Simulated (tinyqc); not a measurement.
# Hot electrons in a saturated n-channel MOSFET, lucky-electron model: effect of the resistance of the lightly doped drain

Beyond pinch-off the lateral field grows as Esat cosh(y/l) over the velocity-saturated region (pseudo-two-dimensional model). Impact ionisation in this region gives the substrate current, which biases the body forward through Rsub. Currents are per width. Local-field laws: they overstate ionisation when the field peak is narrower than an energy relaxation length.

Cox = 3.9 eps0/tox, l = sqrt(3 tox xj), Esat = 2 vs/mu. Overdrive g = Vg - VT + kb Vb; Vdsat = g Esat L/(g + Esat L); Id = Cox vs (g - Vdsat); dV = Vd - Id Rd - Vdsat; Em = sqrt((dV/l)^2 + Esat^2); Isub = Id (Ai/Bi) l Em exp(-Bi/Em). Vb = Rsub Isub is solved self-consistently. Lifetime tau = (Hl/Id)(Isub/Id)^(-m); 1 year = 3.15576e7 s.

Parameters, values chosen for the exercise; values close to those of silicon n-channel devices:
- L = 0.5 um (channel length)
- tox = 13 nm (oxide thickness)
- xj = 190 nm (junction depth)
- VT = 0.75 V (threshold)
- mu = 380 cm^2/(V s) (effective mobility)
- vs = 8.4e6 cm/s (saturation velocity)
- Ai = 2e6 1/cm (ionisation prefactor)
- Bi = 1.85 MV/cm (ionisation field)
- Rsub = 4900 ohm um (substrate resistance)
- kb = 0.27 (fall of VT per volt of forward body bias)
- m = 2.9 (lifetime exponent)
- Hl = 32000 s uA/um (lifetime constant)
- Vd = 3.5 V (drain voltage)
- Vg = 2.1 V (gate voltage)

Constants: eps0 = 8.8541878128e-14 F/cm where lengths are in cm. Results are converted to the units shown.

Effect of the resistance of the lightly doped drain:
```
Rd (ohm um),Id (uA/um),Em (MV/cm),Isub (uA/um),Isub/Id,tau (years)
0,114.4,0.3123,0.8895,0.007778,11.59
150,114.4,0.3103,0.8513,0.007443,13.17
300,114.4,0.3084,0.8142,0.007120,14.98
500,114.3,0.3058,0.7667,0.006705,17.84
800,114.3,0.3018,0.6993,0.006116,23.29
1200,114.3,0.2966,0.6164,0.005392,33.56
1600,114.3,0.2913,0.5411,0.004734,48.96
```

Read the table: what changes, and by how much?

As Rd goes from 0 to 1600 ohm um, Em falls from 0.312 to 0.291 MV/cm, Isub falls from 0.890 to 0.541 uA/um and tau rises from 11.6 to 49.0 years. From the first row to the last, log10(tau) changes by 0.63: 0.63 from (Isub/Id)^(-m), which holds Em and l, and under 0.005 from 1/Id. The price is 0.183 V dropped over Rd in the last row.

Computed by the program tinyqc: `OMP_NUM_THREADS=1 python tinyqc.py 2550013 2550014 out.jsonl`, one thread of a shared Intel Xeon 2.30GHz, about 0.01 s for the whole run.
